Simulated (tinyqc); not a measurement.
Alloy A(1-x)B(x) by interpolation with bowing, step by step. Values are carried at full precision from step to step, so a last printed digit may differ when a step is redone from the rounded ones.

Each gap follows E(x) = (1 - x) E_A + x E_B - C x (1 - x); the lattice constant follows Vegard, a(x) = (1 - x) a_A + x a_B.

Constants: hc = 1239.841984 eV nm; kB = 8.617333262e-05 eV/K.

Values chosen for the exercise (A near Ge, B near Si; shifted at random, so the results belong to these values and not to a real crystal): a = (5.657, 5.437) angstrom (lattice constant of A, B); x = 0.46 (fraction of B); Eg = (0.889, 4.201) eV (gap at Gamma to the s-like level of A, B); EgX = (0.918, 1.177) eV (gap to the lowest valley along Gamma-X of A, B); EgL = (0.739, 2.076) eV (gap to L of A, B); C = (0.228, 0.194, 0) eV (bowing of the Gamma, X and L gaps); Dso = (0.292, 0.044) eV (spin-orbit splitting of A, B); Ep = (26.6, 21.4) eV (Kane energy of A, B); me = (0.0376, 0.1981) m0 (electron mass at Gamma of A, B); Cs = 0 eV (bowing of Dso); md = (0.1046, 0.89, 0.53) m0 (density-of-states masses of Gamma, all X and all L valleys); T = 77 K (temperature).

## Gaps and lattice constant at x

Also give the wavelength hc/E of the lowest gap.

a(x) = 5.5558 angstrom

linear parts (eV): Gamma 2.4125, X 1.0371, L 1.3540

bowing terms C x (1 - x) (eV): Gamma 0.0566, X 0.0482, L 0.0000

gaps (eV): Gamma 2.3559, X 0.9890, L 1.3540

wavelength of the lowest gap = 1253.7 nm

The lowest valley is X, so the gap is indirect; the next, L, lies 365 meV higher.

## Where the valleys cross

The difference of two gaps is a quadratic q2 x^2 + q1 x + q0 with q2 = C_i - C_j, q1 = (E_B - E_A - C)_i - (E_B - E_A - C)_j, q0 = E_A,i - E_A,j; give its roots between 0 and 1 (a dash: none).

Crossings:
```
pair        q2      q1      q0  first root  second root
Gamma-X  0.034   3.019  -0.029      0.0096            -
Gamma-L  0.228   1.747   0.150           -            -
X-L      0.194  -1.272   0.179      0.1439            -
```

The lowest valley changes at x = 0.144 (L to X, gap 0.931 eV). The other crossings lie above the lowest valley.

## Electron mass of the alloy

Mass at Gamma from the Kane formula 1/m = F + Ep (Eg + 2 Dso/3)/(Eg (Eg + Dso)). F is fixed by the masses of A and B and interpolated linearly, as is Ep; Eg and Dso carry their bowing.

Compare with the linear interpolation of the masses.

F of A, B: [-0.8595, -0.0285]

Ep, Eg, Dso at x (eV): [24.2080, 2.3559, 0.1779]

m(x) from the Kane formula = 0.1046 m0
m(x) linear = 0.1114 m0

The Kane value lies 6.1 % below the linear one. The Gamma valley is not the lowest at this x.

## Shares of the electrons in the valleys

Non-degenerate: n_i proportional to md_i^(3/2) exp(-E_i/kT).

md^(3/2): Gamma 0.0338, X 0.8396, L 0.3858

(E - E_min)/kT: Gamma 206.01, X 0.00, L 55.02

shares: Gamma 0.000, X 1.000, L 0.000

X holds most electrons (100.0 %).

## Checks

- The Gamma and X gaps at their crossing x = 0.0096 (eV): both 0.9186.
- The X and L gaps at their crossing x = 0.1439 (eV): both 0.9314.

Computed by tinyqc, a small Python program: `OMP_NUM_THREADS=1 python tinyqc.py 1081298 1081299 out.jsonl` (the numbers bound the seed that draws the inputs); one thread of a shared host (Intel(R) Xeon(R) Processor @ 2.30GHz), about 0.01 s for the whole set of steps.
